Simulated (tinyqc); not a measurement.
# Surface potential of a MOS transistor: implicit equation and explicit approximations, step by step

Numbers from tinyqc (`OMP_NUM_THREADS=1 python tinyqc.py 2122001 2122002 out.jsonl`; about 0.01 s on one thread of a shared Intel Xeon 2.30GHz). Printed values are rounded.

p-type body, charge-sheet picture, depletion and inversion only, full ionisation (an idealisation for deep acceptors), Boltzmann statistics (rough once Na exp(x - xn) passes about Nc/7). In units of Vt: xg = (Vg - Vfb)/Vt, x = psi/Vt, G = gamma/sqrt(Vt), xn = (2 phiF + Vc)/Vt. The implicit equation is (xg - x)^2 = G^2 [x - 1 + exp(x - xn)] for x above about 3. Cox = eps0 eox/tox.

Parameters, values chosen for the exercise; band and dielectric values close to those of silicon: temperature T = 350 K; band gap Eg = 1.11 eV; relative permittivity eps_r = 11.8; conduction-band density of states at T Nc = 3.54e19 cm^-3; valence-band density of states at T Nv = 3.31e19 cm^-3; relative permittivity of the gate insulator (close to silicon dioxide) eox = 3.9; insulator thickness tox = 5.1 nm; acceptor density Na = 3.8e16 cm^-3; flat-band voltage Vfb = -0.49 V; channel-body voltage Vc = 1 V; gate-body voltage Vg = 1.11 V.

Constants: q = 1.602176634e-19 C, kB = 1.380649e-23 J/K, Vt = kB T/q, eps0 = 8.8541878128e-14 F/cm where lengths are in cm. Results are converted to the units shown.

## Scales

ni = sqrt(Nc Nv) exp(-Eg/(2 Vt)), Eg in volts; phiF = Vt ln(Na/ni); gamma = sqrt(2 q eps0 eps_r Na)/Cox; VT = Vfb + Vt (xn + G sqrt(xn - 1)).

phiF = 0.349808 V
gamma = 0.166584 V^0.5
G = 0.959210
xn = 56.3521
VT = 1.42486 V
xg = 53.0492

## Explicit approximation

Depletion value a = 1 + [sqrt(G^2/4 + xg - 1) - G/2]^2; inversion value b = xn + ln[(xg - xn)^2/G^2 - xn + 1] and first guess y = min(a, b) - ln(1 + exp(-|a - b|)) if a > xn + 1, else b = y = a; one second-order correction with D = exp(y - xn), p = 2 (xg - y) + G^2 (1 + D), w = (xg - y)^2 - G^2 (y - 1 + D): z = y + 2 w/(p + sqrt(p^2 - 2 (2 - G^2 D) w)), or the Newton step z = y + w/p where the root is not real.

a = 46.5738
b = 46.5738
y = 46.5738
p = 13.8711
w = -5.21380e-5
z = 46.5738

The root of the implicit equation is x = 46.5738; y misses it by 3.8e-6 and z by 0, in units of Vt.

## Starting value

x = y rounded to two decimals.

x at the start = 46.57

## Iteration 1: new x

D = exp(x - xn), f = (xg - x)^2 - G^2 (x - 1 + D), f' = -2 (xg - x) - G^2 (1 + D), x(new) = x - f/f'.

D = 5.64541e-5
f = 0.0520868
f' = -13.8786
x after iteration 1 = 46.5738

## Iteration 2: new x

As before.

D = 5.66663e-5
f = 1.40849e-5
f' = -13.8711
x after iteration 2 = 46.5738

## Course of the iteration

Stop when the step is below 1e-11, or after 60 iterations.

Course of the iteration:
```
iteration  x before the step      step
1                      46.57   3.75e-3
2                    46.5738   1.02e-6
3                    46.5738  7.11e-14
```

Converged in 3 iterations.

## Potential, charges and gate control

converged x = 46.5738

psi = Vt x; N_dep = Cox Vt G sqrt(x - 1)/q; N_inv = (Cox Vt G/q) [sqrt(x - 1 + exp(x - xn)) - sqrt(x - 1)]; dpsi/dVg = 1/[1 + G^2 (1 + exp(x - xn))/(2 (xg - x))].

psi = 1.40470 V
N_dep = 8.25363e11 cm^-2
N_inv = 5.1313e5 cm^-2
dpsi/dVg = 0.933665

psi lies 9.8 Vt below 2 phiF + Vc.
